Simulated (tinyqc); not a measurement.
Comparisons within one model: donors on two lattice sites with valley-orbit split states. A value that a table varies takes the place of the one given here.

Each donor binds at most one electron, in any of its states. For a site s, W_s = sum over its states of g exp(E/kT), and the ionised share is 1/(1 + W_s exp(eta)), eta = (EF - Ec)/kT; n = Nc F_1/2(eta); neutrality n + NA = ND x (mean ionised share, the two sites in equal numbers); holes are neglected. Nc from N = 2 (m kB T/(4 pi c))^(3/2) with c = hbar^2/2m0, in 1/angstrom^3; times 1e24 for 1/cm^3, m = md. F_j(eta) = (1/Gamma(j + 1)) integral_0^infinity x^j dx/(1 + exp(x - eta)), which tends to exp(eta) for eta << 0.

Mobility (Caughey-Thomas form): mu = mu0 + (mu1 (T/300)^(-ga) - mu0)/(1 + ((ND + NA)/Nr)^de); rho = 1/(e n mu), e = 1.602176634e-19 C.

Constants: hbar^2/2m0 = 3.80998211 eV angstrom^2; kB = 8.617333262e-05 eV/K.

Inputs chosen for the exercise (near those of nitrogen in 4H-SiC; shifted at random, so the results belong to these values and not to a real crystal):
- md = 0.778 m0 (density-of-states mass of the conduction band)
- E = (63.6, 55.7, 125.2, 80.9) meV (binding energies of h ground, h excited, k ground, k excited)
- g = (2, 4, 2, 4) (their degeneracies with spin)
- ND = 9.2e+17 1/cm^3 (donors, half on each site)
- NA = 0 1/cm^3 (compensating acceptors, all ionised)
- T = 300 K
- mu0 = 42 cm^2/(V s) (mobility at heavy doping)
- mu1 = 984 cm^2/(V s) (mobility at light doping and 300 K)
- Nr = 1.9e+17 1/cm^3 (reference doping)
- de = 0.61 (doping exponent)
- ga = 2.4 (temperature exponent)

## What the excited states change

The last columns keep only the ground state of each site (g = 2).

Results:
```
T (K)  effective degeneracy, h site    eta  n (1/cm^3)  n, ground states only  ratio
40                             2.40  -9.96    3.94e+13               4.32e+13  0.912
60                             2.87  -7.28    1.06e+15               1.27e+15  0.835
80                             3.27  -6.03    5.69e+15               7.27e+15  0.783
110                            3.74  -5.10    2.33e+16               3.16e+16  0.739
150                            4.17  -4.53    6.54e+16               9.09e+16  0.720
200                            4.53  -4.23    1.36e+17               1.85e+17  0.733
250                            4.77  -4.11    2.15e+17               2.81e+17  0.763
300                            4.95  -4.06    2.96e+17               3.74e+17  0.791
400                            5.18  -4.07    4.49e+17               5.44e+17  0.825
500                            5.33  -4.17    5.71e+17               6.72e+17  0.849
```

What can be read from the table?

The effective degeneracy grows from 2.40 to 5.33. Excited states hold electrons back, so the ratio is never above 1; it is lowest, 0.720, at 150 K of those listed, and 0.791 at 300 K. At low T the excited states empty out, and at high T more donors are ionised (n is 62 % of ND - NA in the last row), so the effect is largest in between.

## Ionisation and resistivity against doping

NA = 0.

Results:
```
ND (1/cm^3)  n (1/cm^3)   n/ND  mu (cm^2/(V s))  rho (ohm cm)  rho at full ionisation
1.0e+14        9.99e+13  0.999              975          64.1                    64.0
1.0e+15        9.89e+14  0.989              947          6.67                    6.59
1.0e+16        9.08e+15  0.908              850         0.809                   0.734
3.0e+16        2.40e+16  0.800              753         0.345                   0.276
1.0e+17        6.33e+16  0.633              604         0.163                   0.103
3.0e+17        1.41e+17  0.469              448        0.0990                  0.0465
1.0e+18        3.12e+17  0.312              293        0.0683                  0.0213
2.0e+18        4.76e+17  0.238              223        0.0588                  0.0140
```

What does this show, and why?

From 1e16 to 1e18 1/cm^3 rho falls by a factor 11.8, not 100: the mobility takes a factor 2.90 and incomplete ionisation 2.91. n/ND is below 0.9 from 3e+16 1/cm^3 on. Near 1e19 1/cm^3 and above the levels merge with the band, and already below that screening lowers the binding energy, so the last rows understate n.

## Compensation sets the slope of the freeze-out

NA = K ND. The slope energy is -d ln(n T^(-p))/d(1/kT) between 50 and 60 K, with p = 3/4 for K = 0 and p = 3/2 otherwise.

Results:
```
K       n(50 K) (1/cm^3)  n(60 K) (1/cm^3)  slope energy (meV)
0               2.82e+14          1.06e+15               30.70
0.0010          7.92e+13          6.94e+14               49.02
0.010           8.44e+12          1.18e+14               61.14
0.050           1.55e+12          2.20e+13               61.44
0.20            2.59e+11          3.66e+12               61.45
0.50            1.56e+08          7.57e+09               93.32
```

How do the results move?

Without acceptors the slope is 30.70 meV, against half the h-site ground-state energy, 31.80; with K = 0.05 it is 61.44 meV, against the full 63.6. The full energy (less a few meV where excited levels lie within a few kT) shows where n is far below NA, since the acceptors then hold EF near the donor level: n(60 K)/NA is 0.75 for K = 0.001 and 0.00048 for K = 0.05; where it is not small, the slope falls short of the full energy. At K = 0.5 the acceptors have taken as many electrons as there are h sites, EF sits between the two levels, and the slope is 93.3 meV against their mean of 94.4.

## What moves the carrier density

All results formed anew. Each row changes one parameter from the base and keeps the others.

Results:
```
case                                  eta  n (1/cm^3)  rho (ohm cm)
base                               -4.058   2.959e+17       0.06975
E = (68.6, 55.7, 125.2, 80.9) meV  -4.078   2.899e+17       0.07119
md = 0.856 m0                      -4.149   3.118e+17       0.06620
ND = 1.84e+18 1/cm^3               -3.629   4.530e+17       0.05975
NA = 9.2e+16 1/cm^3                -4.266   2.405e+17       0.08901
T = 330 K                          -4.050   3.439e+17       0.07353
Nr = 3.8e+17 1/cm^3                -4.058   2.959e+17       0.05423
```

How do the results move?

The largest shifts from the base row, up to three for each result and ties (the steps differ in size, so this ranks the rows, not the parameters). eta: ND +0.429, NA -0.209, md -0.092; unchanged at the printed digits by Nr. n (1/cm^3): ND +1.57e+17, NA -5.54e+16, T +4.80e+16; unchanged at the printed digits by Nr. rho (ohm cm): NA +0.0193, Nr -0.0155, ND -0.0100.

(tinyqc, `OMP_NUM_THREADS=1 python tinyqc.py 1680565 1680566 out.jsonl`, Intel(R) Xeon(R) Processor @ 2.30GHz, 1 thread, shared host, about 0.01 s.)
